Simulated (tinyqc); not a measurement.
Inside a calculation. Method: RHF in the sto-3g basis, for BeH+, spin multiplicity 1. Computed by tinyqc, a small Python program that keeps every step (integrals from PySCF). Settings: charge = 1, multiplicity = 1, basis = sto-3g, energy threshold = 1e-09, iteration cap = 71, orthogonalisation = symmetric, start = Wolfsberg-Helmholz matrix, DIIS depth = 0, shift = 0.5, method = RHF. Command: `OMP_NUM_THREADS=1 python tinyqc.py 27248 27249 out.jsonl` (the two numbers bound the seeds that draw the settings). One thread of a shared host (Intel(R) Xeon(R) Processor @ 2.60GHz), about 0.06 s of CPU time with the checks. Later iterations appear only in the table of the cycle.

## One-electron integrals

Geometry (angstrom):
```
atom,x,y,z
Be,0.000000,0.000000,0.000000
H,0.000000,0.000000,1.470000
```

Basis sto-3g: exponents (1/bohr^2) and contraction coefficients of normalised primitives:
```
element,l (shell),exponent,coefficient
Be,s (1),30.167871,0.154329
Be,s (1),5.495115,0.535328
Be,s (1),1.487193,0.444635
Be,s (2),1.314833,-0.099967
Be,s (2),0.305539,0.399513
Be,s (2),0.099371,0.700115
Be,p (3),1.314833,0.155916
Be,p (3),0.305539,0.607684
Be,p (3),0.099371,0.391957
H,s (1),3.425251,0.154329
H,s (1),0.623914,0.535328
H,s (1),0.168855,0.444635
```

Overlap, kinetic and nuclear-attraction integrals over the contracted functions; the nuclear repulsion is the sum of Za Zb / Rab.

nuclear repulsion = 1.43993799 hartree

overlap S, lower triangle:
```
,1Be 1s,1Be 2s,1Be 2px,1Be 2py,1Be 2pz,2H 1s
1Be 1s,1.000000
1Be 2s,0.259517,1.000000
1Be 2px,0.000000,0.000000,1.000000
1Be 2py,0.000000,0.000000,0.000000,1.000000
1Be 2pz,0.000000,0.000000,0.000000,0.000000,1.000000
2H 1s,0.052202,0.408477,0.000000,0.000000,0.486659,1.000000
```

kinetic energy T (hartree), lower triangle:
```
,1Be 1s,1Be 2s,1Be 2px,1Be 2py,1Be 2pz,2H 1s
1Be 1s,6.693975
1Be 2s,-0.033012,0.211111
1Be 2px,0.000000,0.000000,0.660592
1Be 2py,0.000000,0.000000,0.000000,0.660592
1Be 2pz,0.000000,0.000000,0.000000,0.000000,0.660592
2H 1s,-0.013983,0.050545,0.000000,0.000000,0.152580,0.760032
```

nuclear attraction V (hartree), lower triangle:
```
,1Be 1s,1Be 2s,1Be 2px,1Be 2py,1Be 2pz,2H 1s
1Be 1s,-14.921077
1Be 2s,-1.992668,-2.657036
1Be 2px,0.000000,0.000000,-2.604618
1Be 2py,0.000000,0.000000,0.000000,-2.604618
1Be 2pz,-0.014957,-0.133090,0.000000,0.000000,-2.706543
2H 1s,-0.400819,-1.063400,0.000000,0.000000,-1.248129,-2.659923
```

core Hamiltonian H = T + V (hartree), lower triangle:
```
,1Be 1s,1Be 2s,1Be 2px,1Be 2py,1Be 2pz,2H 1s
1Be 1s,-8.227102
1Be 2s,-2.025680,-2.445925
1Be 2px,0.000000,0.000000,-1.944027
1Be 2py,0.000000,0.000000,0.000000,-1.944027
1Be 2pz,-0.014957,-0.133090,0.000000,0.000000,-2.045952
2H 1s,-0.414802,-1.012855,0.000000,0.000000,-1.095548,-1.899891
```

## Two-electron integrals

Functions are numbered as in S; the eight-fold symmetry (ij|kl) = (ji|kl) = (kl|ij) leaves the list below.

Two-electron integrals (ij|kl) in chemists' order, unique and non-zero (hartree):
```
i,j,k,l,(ij|kl)
1,1,1,1,2.298831
2,1,1,1,0.392036
2,1,2,1,0.079539
2,2,1,1,0.570988
2,2,2,1,0.143041
2,2,2,2,0.417683
3,1,3,1,0.014607
3,2,3,1,0.021888
3,2,3,2,0.092265
3,3,1,1,0.569578
3,3,2,1,0.143083
3,3,2,2,0.417589
3,3,3,3,0.449859
4,1,4,1,0.014607
4,2,4,1,0.021888
4,2,4,2,0.092265
4,3,4,3,0.024249
4,4,1,1,0.569578
4,4,2,1,0.143083
4,4,2,2,0.417589
4,4,3,3,0.401360
4,4,4,4,0.449859
5,1,5,1,0.014607
5,2,5,1,0.021888
5,2,5,2,0.092265
5,3,5,3,0.024249
5,4,5,4,0.024249
5,5,1,1,0.569578
5,5,2,1,0.143083
5,5,2,2,0.417589
5,5,3,3,0.401360
5,5,4,4,0.401360
5,5,5,5,0.449859
6,1,1,1,0.077890
6,1,2,1,0.015795
6,1,2,2,0.028645
6,1,3,3,0.028442
6,1,4,4,0.028442
6,1,5,1,0.001398
6,1,5,2,0.002637
6,1,5,5,0.029065
6,1,6,1,0.003289
6,2,1,1,0.190960
6,2,2,1,0.048549
6,2,2,2,0.154694
6,2,3,3,0.148805
6,2,4,4,0.148805
6,2,5,1,0.006355
6,2,5,2,0.039150
6,2,5,5,0.166333
6,2,6,1,0.010666
6,2,6,2,0.085640
6,3,3,1,0.004432
6,3,3,2,0.020807
6,3,5,3,0.006759
6,3,6,3,0.007818
6,4,4,1,0.004432
6,4,4,2,0.020807
6,4,5,4,0.006759
6,4,6,4,0.007818
6,5,1,1,0.205645
6,5,2,1,0.052917
6,5,2,2,0.176800
6,5,3,3,0.166323
6,5,4,4,0.166323
6,5,5,1,0.010313
6,5,5,2,0.060882
6,5,5,5,0.197576
6,5,6,1,0.012143
6,5,6,2,0.111275
6,5,6,5,0.149202
6,6,1,1,0.358007
6,6,2,1,0.092649
6,6,2,2,0.330988
6,6,3,3,0.307039
6,6,4,4,0.307039
6,6,5,1,0.014151
6,6,5,2,0.112806
6,6,5,5,0.378619
6,6,6,1,0.020871
6,6,6,2,0.233220
6,6,6,5,0.321587
6,6,6,6,0.774606
```

## Orthogonalisation

S = U s U^T; symmetric (Loewdin) form X = U s^(-1/2) U^T, so that X^T S X = 1.

eigenvalues of S: 0.353047  0.794491  1.000000  1.000000  1.177834  1.674628

X, lower triangle:
```
,1Be 1s,1Be 2s,1Be 2px,1Be 2py,1Be 2pz,2H 1s
1Be 1s,1.027696
1Be 2s,-0.144956,1.121865
1Be 2px,0.000000,0.000000,1.000000
1Be 2py,0.000000,0.000000,0.000000,1.000000
1Be 2pz,-0.010906,0.110799,0.000000,0.000000,1.128843
2H 1s,0.023096,-0.287427,0.000000,0.000000,-0.335512,1.220672
```

## Starting guess

The start is the generalised Wolfsberg-Helmholz matrix (K = 1.75) built on H; D = 2 C_occ C_occ^T.

D at the start, lower triangle:
```
,1Be 1s,1Be 2s,1Be 2px,1Be 2py,1Be 2pz,2H 1s
1Be 1s,1.981616
1Be 2s,0.009871,0.236762
1Be 2px,0.000000,0.000000,0.000000
1Be 2py,0.000000,0.000000,0.000000,0.000000
1Be 2pz,-0.120690,0.322796,0.000000,0.000000,0.449175
2H 1s,-0.167014,0.359390,0.000000,0.000000,0.502307,0.562250
```

## Iteration 1: building the Fock matrix

J_ij = sum D_kl (ij|kl), K_ij = sum D_kl (ik|jl); F = H + J - 0.5 K; E = tr D H + tr D J / 2 - 0.25 tr D K + E_nn.

Coulomb J (hartree), lower triangle:
```
,1Be 1s,1Be 2s,1Be 2px,1Be 2py,1Be 2pz,2H 1s
1Be 1s,5.473293
1Be 2s,1.011445,1.886103
1Be 2px,0.000000,0.000000,1.847841
1Be 2py,0.000000,0.000000,0.000000,1.847841
1Be 2pz,0.033023,0.206130,0.000000,0.000000,1.953660
2H 1s,0.206363,0.815357,0.000000,0.000000,0.982605,1.948360
```

exchange K (hartree), lower triangle:
```
,1Be 1s,1Be 2s,1Be 2px,1Be 2py,1Be 2pz,2H 1s
1Be 1s,4.577122
1Be 2s,0.830711,0.483230
1Be 2px,0.000000,0.000000,0.086776
1Be 2py,0.000000,0.000000,0.000000,0.086776
1Be 2pz,-0.005260,0.389076,0.000000,0.000000,0.575980
2H 1s,0.168392,0.535199,0.000000,0.000000,0.691548,1.082186
```

Fock matrix F (hartree), lower triangle:
```
,1Be 1s,1Be 2s,1Be 2px,1Be 2py,1Be 2pz,2H 1s
1Be 1s,-5.042370
1Be 2s,-1.429590,-0.801438
1Be 2px,0.000000,0.000000,-0.139573
1Be 2py,0.000000,0.000000,0.000000,-0.139573
1Be 2pz,0.020696,-0.121498,0.000000,0.000000,-0.380282
2H 1s,-0.292634,-0.465097,0.000000,0.000000,-0.458717,-0.492625
```

total energy of this density = -14.62019659 hartree

## Iteration 1: diagonalisation and new density

A level shift of 0.5 hartree raises the virtual space: F + shift (S - S D(s) S), with D(s) the density of one spin (D/2). Diagonalise F' = X^T F X, C = X C', fill 2 alpha and 2 beta electrons from the bottom; D = 2 C_occ C_occ^T. Each column has its largest component positive (the first on a tie).

F' = X^T F X (hartree), lower triangle:
```
,1,2,3,4,5,6
1,-4.915900
2,-0.803657,-0.021786
3,0.000000,0.000000,0.360427
4,0.000000,0.000000,0.000000,0.360427
5,0.044911,-0.100900,0.000000,0.000000,0.131053
6,-0.004601,-0.455762,0.000000,0.000000,-0.579105,0.094428
```

orbital energies (hartree): MO1 -5.045713, MO2 -0.678002, MO3 0.218974, MO4 0.360427, MO5 0.360427, MO6 0.792537

coefficients C:
```
,MO1,MO2,MO3,MO4,MO5,MO6
1Be 1s,0.991787,-0.141830,-0.239912,0.000000,0.000000,0.128488
1Be 2s,0.030845,0.393805,0.847269,0.000000,0.000000,-0.707521
1Be 2px,0.000000,0.000000,0.000000,0.207281,0.978281,0.000000
1Be 2py,0.000000,0.000000,0.000000,0.978281,-0.207281,0.000000
1Be 2pz,-0.002344,0.447098,-0.575679,0.000000,0.000000,-0.931633
2H 1s,-0.003883,0.518659,-0.092498,0.000000,0.000000,1.186667
```

D after iteration 1, lower triangle:
```
,1Be 1s,1Be 2s,1Be 2px,1Be 2py,1Be 2pz,2H 1s
1Be 1s,2.007513
1Be 2s,-0.050522,0.312067
1Be 2px,0.000000,0.000000,0.000000
1Be 2py,0.000000,0.000000,0.000000,0.000000
1Be 2pz,-0.131473,0.351994,0.000000,0.000000,0.399805
2H 1s,-0.154824,0.408261,0.000000,0.000000,0.463802,0.538045
```

Within a degenerate level the vectors are fixed only up to a rotation; this is one choice.

## Iteration 2: building the Fock matrix

As before.

Coulomb J (hartree), lower triangle:
```
,1Be 1s,1Be 2s,1Be 2px,1Be 2py,1Be 2pz,2H 1s
1Be 1s,5.496411
1Be 2s,1.014511,1.888640
1Be 2px,0.000000,0.000000,1.851937
1Be 2py,0.000000,0.000000,0.000000,1.851937
1Be 2pz,0.033505,0.207518,0.000000,0.000000,1.952950
2H 1s,0.207001,0.814441,0.000000,0.000000,0.980329,1.938744
```

exchange K (hartree), lower triangle:
```
,1Be 1s,1Be 2s,1Be 2px,1Be 2py,1Be 2pz,2H 1s
1Be 1s,4.597824
1Be 2s,0.816955,0.506127
1Be 2px,0.000000,0.000000,0.091693
1Be 2py,0.000000,0.000000,0.000000,0.091693
1Be 2pz,-0.003314,0.402018,0.000000,0.000000,0.545828
2H 1s,0.168503,0.552642,0.000000,0.000000,0.673608,1.066092
```

Fock matrix F (hartree), lower triangle:
```
,1Be 1s,1Be 2s,1Be 2px,1Be 2py,1Be 2pz,2H 1s
1Be 1s,-5.029603
1Be 2s,-1.419647,-0.810348
1Be 2px,0.000000,0.000000,-0.137936
1Be 2py,0.000000,0.000000,0.000000,-0.137936
1Be 2pz,0.020205,-0.126581,0.000000,0.000000,-0.365915
2H 1s,-0.292052,-0.474736,0.000000,0.000000,-0.452023,-0.494193
```

total energy of this density = -14.63453352 hartree

## Iteration 2: diagonalisation and new density

As before.

F' = X^T F X (hartree), lower triangle:
```
,1,2,3,4,5,6
1,-4.908352
2,-0.782835,-0.049950
3,0.000000,0.000000,0.362064
4,0.000000,0.000000,0.000000,0.362064
5,0.045904,-0.112642,0.000000,0.000000,0.160739
6,-0.006544,-0.478445,0.000000,0.000000,-0.561757,0.097381
```

orbital energies (hartree): MO1 -5.032725, MO2 -0.684209, MO3 0.224939, MO4 0.362064, MO5 0.362064, MO6 0.791813

coefficients C:
```
,MO1,MO2,MO3,MO4,MO5,MO6
1Be 1s,0.992596,-0.152833,-0.231167,0.000000,0.000000,0.125617
1Be 2s,0.027632,0.435453,0.830581,0.000000,0.000000,-0.703019
1Be 2px,0.000000,0.000000,0.000000,0.929610,-0.368544,0.000000
1Be 2py,0.000000,0.000000,0.000000,0.368544,0.929610,0.000000
1Be 2pz,-0.002743,0.420351,-0.592304,0.000000,0.000000,-0.933661
2H 1s,-0.002090,0.511592,-0.122900,0.000000,0.000000,1.186980
```

D after iteration 2, lower triangle:
```
,1Be 1s,1Be 2s,1Be 2px,1Be 2py,1Be 2pz,2H 1s
1Be 1s,2.017211
1Be 2s,-0.078250,0.380766
1Be 2px,0.000000,0.000000,0.000000
1Be 2py,0.000000,0.000000,0.000000,0.000000
1Be 2pz,-0.133933,0.365935,0.000000,0.000000,0.353406
2H 1s,-0.160526,0.445433,0.000000,0.000000,0.430108,0.523461
```

Within a degenerate level the vectors are fixed only up to a rotation; this is one choice.

## Iteration 3: building the Fock matrix

As before.

Coulomb J (hartree), lower triangle:
```
,1Be 1s,1Be 2s,1Be 2px,1Be 2py,1Be 2pz,2H 1s
1Be 1s,5.503992
1Be 2s,1.015602,1.889996
1Be 2px,0.000000,0.000000,1.854644
1Be 2py,0.000000,0.000000,0.000000,1.854644
1Be 2pz,0.033598,0.207115,0.000000,0.000000,1.951553
2H 1s,0.207199,0.812916,0.000000,0.000000,0.977404,1.929458
```

exchange K (hartree), lower triangle:
```
,1Be 1s,1Be 2s,1Be 2px,1Be 2py,1Be 2pz,2H 1s
1Be 1s,4.603308
1Be 2s,0.812763,0.530439
1Be 2px,0.000000,0.000000,0.096761
1Be 2py,0.000000,0.000000,0.000000,0.096761
1Be 2pz,-0.003070,0.407131,0.000000,0.000000,0.519140
2H 1s,0.167290,0.565278,0.000000,0.000000,0.655671,1.051669
```

Fock matrix F (hartree), lower triangle:
```
,1Be 1s,1Be 2s,1Be 2px,1Be 2py,1Be 2pz,2H 1s
1Be 1s,-5.024764
1Be 2s,-1.416460,-0.821148
1Be 2px,0.000000,0.000000,-0.137763
1Be 2py,0.000000,0.000000,0.000000,-0.137763
1Be 2pz,0.020177,-0.129540,0.000000,0.000000,-0.353969
2H 1s,-0.291247,-0.482579,0.000000,0.000000,-0.445979,-0.496268
```

total energy of this density = -14.64243887 hartree

## Iteration 3: diagonalisation and new density

As before.

F' = X^T F X (hartree), lower triangle:
```
,1,2,3,4,5,6
1,-4.905207
2,-0.774509,-0.078390
3,0.000000,0.000000,0.362237
4,0.000000,0.000000,0.000000,0.362237
5,0.046397,-0.118848,0.000000,0.000000,0.186446
6,-0.004412,-0.495382,0.000000,0.000000,-0.545680,0.097907
```

orbital energies (hartree): MO1 -5.027798, MO2 -0.689746, MO3 0.228748, MO4 0.362237, MO5 0.362237, MO6 0.789551

coefficients C:
```
,MO1,MO2,MO3,MO4,MO5,MO6
1Be 1s,0.992761,-0.161738,-0.225017,0.000000,0.000000,0.124328
1Be 2s,0.027001,0.468190,0.815918,0.000000,0.000000,-0.699164
1Be 2px,0.000000,0.000000,0.000000,0.957804,0.287423,0.000000
1Be 2py,0.000000,0.000000,0.000000,-0.287423,0.957804,0.000000
1Be 2pz,-0.002769,0.395929,-0.604073,0.000000,0.000000,-0.936791
2H 1s,-0.001849,0.506656,-0.149188,0.000000,0.000000,1.186084
```

D after iteration 3, lower triangle:
```
,1Be 1s,1Be 2s,1Be 2px,1Be 2py,1Be 2pz,2H 1s
1Be 1s,2.023467
1Be 2s,-0.097837,0.439862
1Be 2px,0.000000,0.000000,0.000000
1Be 2py,0.000000,0.000000,0.000000,0.000000
1Be 2pz,-0.133572,0.370590,0.000000,0.000000,0.313534
2H 1s,-0.167562,0.474323,0.000000,0.000000,0.401209,0.513407
```

Within a degenerate level the vectors are fixed only up to a rotation; this is one choice.

## Iteration 4: building the Fock matrix

As before.

Coulomb J (hartree), lower triangle:
```
,1Be 1s,1Be 2s,1Be 2px,1Be 2py,1Be 2pz,2H 1s
1Be 1s,5.508502
1Be 2s,1.016280,1.890987
1Be 2px,0.000000,0.000000,1.856775
1Be 2py,0.000000,0.000000,0.000000,1.856775
1Be 2pz,0.033422,0.205562,0.000000,0.000000,1.950228
2H 1s,0.207286,0.811110,0.000000,0.000000,0.974165,1.920399
```

exchange K (hartree), lower triangle:
```
,1Be 1s,1Be 2s,1Be 2px,1Be 2py,1Be 2pz,2H 1s
1Be 1s,4.606153
1Be 2s,0.810462,0.551469
1Be 2px,0.000000,0.000000,0.101151
1Be 2py,0.000000,0.000000,0.000000,0.101151
1Be 2pz,-0.003203,0.407700,0.000000,0.000000,0.496343
2H 1s,0.166009,0.574093,0.000000,0.000000,0.638813,1.038235
```

Fock matrix F (hartree), lower triangle:
```
,1Be 1s,1Be 2s,1Be 2px,1Be 2py,1Be 2pz,2H 1s
1Be 1s,-5.021677
1Be 2s,-1.414632,-0.830672
1Be 2px,0.000000,0.000000,-0.137827
1Be 2py,0.000000,0.000000,0.000000,-0.137827
1Be 2pz,0.020066,-0.131378,0.000000,0.000000,-0.343895
2H 1s,-0.290520,-0.488793,0.000000,0.000000,-0.440790,-0.498610
```

total energy of this density = -14.64784895 hartree

## Iteration 4: diagonalisation and new density

As before.

F' = X^T F X (hartree), lower triangle:
```
,1,2,3,4,5,6
1,-4.903119
2,-0.769037,-0.103118
3,0.000000,0.000000,0.362173
4,0.000000,0.000000,0.000000,0.362173
5,0.046367,-0.121757,0.000000,0.000000,0.208208
6,-0.002080,-0.508199,0.000000,0.000000,-0.531480,0.097235
```

orbital energies (hartree): MO1 -5.024665, MO2 -0.694511, MO3 0.231586, MO4 0.362173, MO5 0.362173, MO6 0.786796

coefficients C:
```
,MO1,MO2,MO3,MO4,MO5,MO6
1Be 1s,0.992814,-0.168763,-0.220043,0.000000,0.000000,0.123464
1Be 2s,0.026820,0.493779,0.803581,0.000000,0.000000,-0.695848
1Be 2px,0.000000,0.000000,0.000000,0.243145,0.969990,0.000000
1Be 2py,0.000000,0.000000,0.000000,0.969990,-0.243145,0.000000
1Be 2pz,-0.002712,0.374590,-0.612074,0.000000,0.000000,-0.940366
2H 1s,-0.001876,0.503109,-0.171651,0.000000,0.000000,1.184555
```

D after iteration 4, lower triangle:
```
,1Be 1s,1Be 2s,1Be 2px,1Be 2py,1Be 2pz,2H 1s
1Be 1s,2.028322
1Be 2s,-0.113409,0.489074
1Be 2px,0.000000,0.000000,0.000000
1Be 2py,0.000000,0.000000,0.000000,0.000000
1Be 2pz,-0.131819,0.369783,0.000000,0.000000,0.280649
2H 1s,-0.173538,0.496748,0.000000,0.000000,0.376929,0.506244
```

Within a degenerate level the vectors are fixed only up to a rotation; this is one choice.

## Iteration 36 (converged): orbitals

converged F (hartree), lower triangle:
```
,1Be 1s,1Be 2s,1Be 2px,1Be 2py,1Be 2pz,2H 1s
1Be 1s,-5.011006
1Be 2s,-1.408439,-0.866476
1Be 2px,0.000000,0.000000,-0.138344
1Be 2py,0.000000,0.000000,0.000000,-0.138344
1Be 2pz,0.017369,-0.133964,0.000000,0.000000,-0.305250
2H 1s,-0.287930,-0.509313,0.000000,0.000000,-0.420471,-0.512733
```

Diagonalise F' = X^T F X, C = X C', fill 2 alpha and 2 beta electrons from the bottom; D = 2 C_occ C_occ^T. Each column has its largest component positive (the first on a tie).

F' = X^T F X (hartree), lower triangle:
```
,1,2,3,4,5,6
1,-4.902160
2,-0.707260,-0.486458
3,0.000000,0.000000,-0.138344
4,0.000000,0.000000,0.000000,-0.138344
5,0.018219,0.007517,0.000000,0.000000,-0.134203
6,-0.021790,-0.336280,0.000000,0.000000,-0.343254,-0.194456
```

orbital energies (hartree): MO1 -5.013839, MO2 -0.712889, MO3 -0.260572, MO4 -0.138344, MO5 -0.138344, MO6 0.270024

coefficients C:
```
,MO1,MO2,MO3,MO4,MO5,MO6
1Be 1s,0.992933,-0.191962,-0.201021,0.000000,0.000000,0.121028
1Be 2s,0.026532,0.577232,0.757741,0.000000,0.000000,-0.682943
1Be 2px,0.000000,0.000000,0.000000,0.881594,0.472009,0.000000
1Be 2py,0.000000,0.000000,0.000000,-0.472009,0.881594,0.000000
1Be 2pz,-0.001853,0.286995,-0.626590,0.000000,0.000000,-0.961387
2H 1s,-0.002460,0.494009,-0.262230,0.000000,0.000000,1.171725
```

D after iteration 36, lower triangle:
```
,1Be 1s,1Be 2s,1Be 2px,1Be 2py,1Be 2pz,2H 1s
1Be 1s,2.045532
1Be 2s,-0.168924,0.667802
1Be 2px,0.000000,0.000000,0.000000
1Be 2py,0.000000,0.000000,0.000000,0.000000
1Be 2pz,-0.113864,0.331227,0.000000,0.000000,0.164739
2H 1s,-0.194546,0.570185,0.000000,0.000000,0.283565,0.488102
```

Within a degenerate level the vectors are fixed only up to a rotation; this is one choice.

## Convergence

Stop when the energy changes by less than 1e-09 hartree and every element of the error matrix X^T (F D S - S D F) X is below 9e-06.

Course of the cycle:
```
iteration,E (hartree),change,largest element of the error matrix
1,-14.62019659,-,1.54e-01
2,-14.63453352,-1.43e-02,6.18e-02
3,-14.64243887,-7.91e-03,5.25e-02
4,-14.64784895,-5.41e-03,4.38e-02
5,-14.65148861,-3.64e-03,3.58e-02
6,-14.65386993,-2.38e-03,2.89e-02
7,-14.65538762,-1.52e-03,2.30e-02
8,-14.65633291,-9.45e-04,1.81e-02
9,-14.65691042,-5.78e-04,1.41e-02
10,-14.65725770,-3.47e-04,1.09e-02
11,-14.65746391,-2.06e-04,8.39e-03
12,-14.65758513,-1.21e-04,6.42e-03
13,-14.65765583,-7.07e-05,4.90e-03
14,-14.65769683,-4.10e-05,3.73e-03
...,...,...,...
23,-14.65775193,-2.69e-07,3.02e-04
24,-14.65775209,-1.53e-07,2.28e-04
25,-14.65775217,-8.73e-08,1.72e-04
26,-14.65775222,-4.97e-08,1.29e-04
27,-14.65775225,-2.83e-08,9.76e-05
28,-14.65775227,-1.61e-08,7.36e-05
29,-14.65775228,-9.14e-09,5.55e-05
30,-14.65775228,-5.20e-09,4.19e-05
31,-14.65775229,-2.96e-09,3.16e-05
32,-14.65775229,-1.68e-09,2.38e-05
33,-14.65775229,-9.56e-10,1.80e-05
34,-14.65775229,-5.44e-10,1.35e-05
35,-14.65775229,-3.09e-10,1.02e-05
36,-14.65775229,-1.76e-10,7.70e-06
```

PySCF RHF in the same basis = -14.65775229 hartree

Converged in 36 iterations.

## Populations, bond orders and dipole

Mulliken: Z minus the diagonal of D S on the atom; Loewdin: the same with S^(1/2) D S^(1/2); Mayer order: 2 sum_s sum (D(s) S)_ij (D(s) S)_ji over the two atoms.

Charges (e):
```
atom,Mulliken,Loewdin
1Be,0.848853,0.877406
2H,0.151147,0.122594
```

Mayer bond orders:
```
pair,order
2-1,0.977155
```

dipole moment about the origin, x y z (debye): 0.000000  0.000000  -2.287531
